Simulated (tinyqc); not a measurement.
What moves the results: valley splitting in a one-orbital chain of atomic planes (second-neighbour model). A value that a table varies takes the place of the one given here.

Each (001) plane carries one orbital with energy e0, hopping v to the next plane and u to the second: E(phi) = e0 + 2 v cos(phi) + 2 u cos(2 phi), where phi = pi - k a/4 (the sign of every second orbital is chosen so that v > 0, which shifts the phase by pi). The minimum lies at cos(phi0) = -v/(4u), phi0 = pi - (pi/2) k0 for a valley at k0 (2 pi/a), and e0 puts it at zero. A slab of N planes has hard walls: the matrix simply ends.

A well of Nw planes between barriers of 40 planes each (as of a SiGe alloy, taken as an offset alone). With x = j - 39.5 for plane j = 0, 1, ..., the potential is V0 (f(x) + f(Nw - x)) + F (j - 40) a/4, f(y) = 1/(1 + exp(y/L)), a step for L = 0; L is in planes, 4 L is about the distance over which f goes from 0.88 to 0.12, and 1 MV/m = 1e-4 V/angstrom.

Constants: hbar^2/2m0 = 3.80998211 eV angstrom^2.

Parameters, chosen for this exercise (near those of the Delta valleys of silicon; abrupt walls in this chain split the valleys several times more than measured wells; shifted at random, so the results belong to these values and not to a real crystal):
- a = 5.434 angstrom (lattice constant; planes lie a/4 apart)
- ml = 0.972 m0 (longitudinal mass)
- N0 = 18 (first number of planes)
- Nf = 120 (planes in the thick slab)
- V0 = 0.15 eV (barrier height)
- F = 2 MV/m (field)
- Nw = 60 (planes in the well)
- k0 = 0.844 2 pi/a (position of the valley)

## Splitting against the number of planes

u = 0.564184 eV
v = 0.547482 eV
e0 = 1.261186 eV
phi0 = 1.815841 rad

Ten slabs from N0 on, of thickness (N - 1) a/4 between the outer planes. Effective mass: E1 = (c/ml)(pi/W)^2 with W = (N + 2) a/4: the amplitude vanishes on two missing planes at each end, and the envelope has its nodes N + 2 spacings apart. Large-N estimate of the splitting: 16 pi^2 u |sin(phi0) sin((N + 2) phi0)|/(N + 2)^3.

Doublet (meV):
```
N   thickness (angstrom)  mean level  effective mass  splitting  estimate
18                 23.09       52.27           52.41     10.316    10.612
19                 24.45       47.20           47.53      4.335     3.921
20                 25.81       43.10           43.31      5.930     6.319
21                 27.17       39.50           39.63      5.821     5.667
22                 28.53       36.16           36.39      2.113     2.447
23                 29.89       33.50           33.54      5.453     5.463
24                 31.25       30.83           31.01      0.657     0.432
25                 32.60       28.70           28.75      4.046     4.150
26                 33.96       26.64           26.74      2.273     2.151
27                 35.32       24.85           24.93      2.275     2.410
```

The mean level falls smoothly, from 52.3 to 24.8 meV, within 0.8 % of the effective-mass value. The splitting swings between 0.657 (N = 24) and 10.316 meV (N = 18): one plane more or less changes the phase between the two walls by phi0 = 1.816 rad. The estimate misses the computed values by at most 0.415 meV.

## Splitting against the electric field

A thick slab in a field F: plane j = 0, 1, ... gains the energy F j a/4 (1 MV/m = 1e-4 V/angstrom), which presses the electron against the first wall. The exponent is the slope of ln(splitting) against ln F between 20 and 50 MV/m.

Doublet:
```
F (MV/m)  mean level (meV)  splitting (meV)  splitting/F (meV per MV/m)
1                     7.74           0.1413                      0.1413
2                    12.19           0.2802                      0.1401
5                    22.18           0.7005                      0.1401
10                   34.78           1.4014                      0.1401
20                   54.32           2.8040                      0.1402
30                   70.35           4.2076                      0.1403
50                   97.17           7.0175                      0.1403
```

exponent = 1.00

The splitting goes from 0.1413 to 7.0175 meV. At high field it grows as F^1.00: at a single hard wall it follows the squared slope of the envelope, which is proportional to F, while the level itself grows about as F^(2/3) (here F^0.63). A hard wall is the sharpest interface possible; real Si interfaces split several times less.

## Sharp and graded interfaces

The lowest doublet for several interface widths L.

Doublet:
```
L (planes)  4 L (angstrom)  mean level (meV)  splitting (micro-eV)
0.00                  0.00             11.77                333.72
0.25                  1.36             11.81                171.07
0.50                  2.72             11.88                 28.56
0.75                  4.08             11.96                  4.85
1.00                  5.43             12.07                  0.96
1.50                  8.15             12.35                  0.03
2.00                 10.87             12.73                  0.00
```

The mean level moves by +1.0 meV over the table, while the splitting falls from 333.7 micro-eV at a step to 0.96 at L = 1 plane, a factor 348. Coupling the valleys needs the Fourier component of the potential at twice the valley wave vector, a period of a few planes, and grading removes it. Random alloy disorder, left out here, sets the splitting once this part is gone.

## What each parameter does

Step interfaces (L = 0). u, v, e0 follow from 8 u sin^2(phi0) = (2c/ml)/(a/4)^2, v = -4u cos(phi0), e0 = 2u + v^2/(4u), c = hbar^2/2m0. Each row changes one parameter from the base and keeps the others.

Results:
```
case               mean level (meV)  splitting (micro-eV)
base                          11.77                 333.7
k0 = 0.854 2 pi/a             11.77                 361.8
ml = 1.069 m0                 11.35                 324.0
V0 = 0.225 eV                 12.02                 339.1
F = 4 MV/m                    17.63                 574.4
Nw = 61                       11.73                 334.7
```

The largest shifts from the base row, up to three for each result and ties (the steps differ in size, so this ranks the rows, not the parameters). mean level (meV): F +5.86, ml -0.43, V0 +0.25; unchanged at the printed digits by k0. splitting (micro-eV): F +240.7, k0 +28.1, ml -9.8.

Program tinyqc; command `OMP_NUM_THREADS=1 python tinyqc.py 1452574 1452575 out.jsonl`; about 0.01 s on one thread of a shared Intel(R) Xeon(R) Processor @ 2.30GHz.
